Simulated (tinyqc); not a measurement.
Inside a calculation: Franz-Keldysh effect at a direct gap. Values are carried at full precision from step to step, so a last printed digit may differ when a step is redone from the rounded ones.

Parabolic bands, vertical transitions, no excitons. For each hole band j: mr = me mj/(me + mj); joint density of states J_j(E) = (mr/c)^(3/2) sqrt(E - Eg)/(2 pi^2), both spins, c = hbar^2/2m0; averaged matrix element |e.p|^2 = m0 Ep/6; alpha_j(E) = 4 pi^2 alpha_f c Ep J_j/(3 nr E) in 1/angstrom (alpha_f the fine-structure constant, listed as alpha among the constants), times 1e8 for 1/cm.

In a field Fd (1 kV/cm = 1e-5 V/angstrom) the electro-optic energy of band j is th = (c (e Fd)^2/mr)^(1/3), and sqrt(E - Eg) in J_j is replaced by pi sqrt(th) [Ai'(b)^2 - b Ai(b)^2] with b = (Eg - E)/th; Ai is the Airy function.

Constants: hbar^2/2m0 = 3.80998211 eV angstrom^2; fine-structure constant alpha = 0.007297352564.

Parameters, chosen for this exercise (near those of GaAs; shifted at random, so the results belong to these values and not to a real crystal):
- Eg = 1.463 eV (direct gap)
- me = 0.0662 m0 (electron mass)
- mhh = 0.483 m0 (heavy-hole mass)
- mlh = 0.0784 m0 (light-hole mass)
- Ep = 25.7 eV (Kane energy)
- nr = 3.65 (refractive index)
- Fd = 210 kV/cm (uniform field)
- E = 1.387 eV (photon energy)
- L = 120 micrometre (length of a waveguide)

## Electro-optic energy and length

For each hole band give mr, th and the length th/(e Fd).

Scales:
```
hole   mr (m0)  th (meV)  length (angstrom)
heavy  0.05822    66.084               31.5
light  0.03589    77.646               37.0
```

The light-hole pair has th larger by a factor 1.175, the cube root of the ratio of reduced masses.

## Airy factors at E

Ai is the Airy function, th the electro-optic energy of each hole band from the table (its other columns are not needed here), b = (Eg - E)/th with th in eV; the factor takes the place of sqrt(E - Eg) in the joint density of states.

Form b, Ai(b), Ai'(b) and the factor pi sqrt(th) [Ai'^2 - b Ai^2] for each band, beside sqrt(E - Eg) (zero below the gap).

Factors:
```
hole        b   Ai(b)   Ai'(b)  factor (eV^(1/2))  without field
heavy  1.1501  0.1129  -0.1392           0.003808         0.0000
light  0.9788  0.1387  -0.1620           0.006497         0.0000
```

## Absorption with and without the field

Put the factors in place of sqrt(E - Eg) in alpha_j and add the bands; a waveguide of length L changes its transmission by 4.343 (alpha(F) - alpha(0)) L dB.

alpha_j in the field (1/cm): heavy 67.7, light 55.9

alpha(F) = 124 1/cm
alpha(0) = 0 1/cm
change of loss = 6.44 dB

Below the gap the field opens a tail where this model has no absorption; excitons and band tails absorb within some 10 to 20 meV of a real edge. Excitons, which add a sharp peak at low field, are left out.

## Checks

- Airy factor at b = -40 against the zero-field limit sqrt(-b): 6.33 against 6.32.

Computed by tinyqc, a small Python program: `OMP_NUM_THREADS=1 python tinyqc.py 1651412 1651413 out.jsonl` (the numbers bound the seed that draws the inputs); one thread of a shared host (Intel(R) Xeon(R) Processor @ 2.30GHz), about 0.01 s for the whole set of steps.
